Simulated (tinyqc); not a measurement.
Longitudinal sound in a periodic multilayer: transfer matrices, stop bands and folded phonons: one step, computed by the program tinyqc.

Layers 1 and 2 repeat with period d = d_1 + d_2; waves travel normal to the layers, without loss. State vector (u, s): displacement u and stress divided by omega. Impedances Z = rho v are in 1e6 kg/(m^2 s).

Task: Impedances, mean velocity and Bragg frequency. Z = rho v; interface reflection r = (Z_2 - Z_1)/(Z_2 + Z_1) (stress amplitude, from 1 into 2); Bragg frequency f_B = 1/[2 (d_1/v_1 + d_2/v_2)]; long-wave velocity v_eff = d/sqrt[(d_1/v_1)^2 + (d_2/v_2)^2 + (Z_1/Z_2 + Z_2/Z_1)(d_1/v_1)(d_2/v_2)].

Inputs (values chosen for the exercise, modelled on gallium arsenide (layer 1), aluminium arsenide (layer 2) and gallium arsenide (substrate)):
```
quantity            value    unit
density rho_1        5.33  g/cm^3
velocity v_1         4800     m/s
thickness d_1        20.6      nm
density rho_2        3.81  g/cm^3
velocity v_2         5650     m/s
thickness d_2        24.6      nm
substrate density    5.28  g/cm^3
substrate velocity   4760     m/s
```

Give: Z_1; Z_2; Z of the substrate; interface reflection r; Bragg frequency f_B; long-wave velocity v_eff.

Result:

Z_1 = 25.584

Z_2 = 21.5265

Z of the substrate = 25.1328

interface reflection r = -0.08613

Bragg frequency f_B = 57.83 GHz

long-wave velocity v_eff = 5209 m/s
